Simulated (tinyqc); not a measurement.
Slater-Koster d bands of a bcc metal: one step. Second moment and the rectangular band.

Values chosen for the exercise (of the size met in Mo; not measured data):
- dds = -1.181 eV (dd sigma)
- ddp = 0.791 eV (dd pi)
- ddd = -0.106 eV (dd delta)
- Nd = 5 (d electrons per atom)
- f2 = 0.487 (factor on all three integrals for second neighbours)

Question. mu2 = z (dds^2 + 2 ddp^2 + 2 ddd^2)/5 per orbital, with z = 8 + 6 f2^2. A rectangular band with the same mu2 has width W = sqrt(12 mu2), Fermi level W (Nd/10 - 1/2) and bond energy -W Nd (10 - Nd)/20 (Friedel).

Give: mu2; W; Fermi level; bond energy per atom.

Answer.

mu2 = 5.0292 eV^2
W = 7.7686 eV
Fermi level = 0.0000 eV
bond energy per atom = -9.7107 eV

The bond energy is the attractive part alone; the repulsion between atoms, left out, cancels a large share of it in the cohesive energy.

tinyqc: `OMP_NUM_THREADS=1 python tinyqc.py 1450784 1450785 out.jsonl`; about 0.05 s, one thread, shared Intel(R) Xeon(R) Processor @ 2.30GHz.
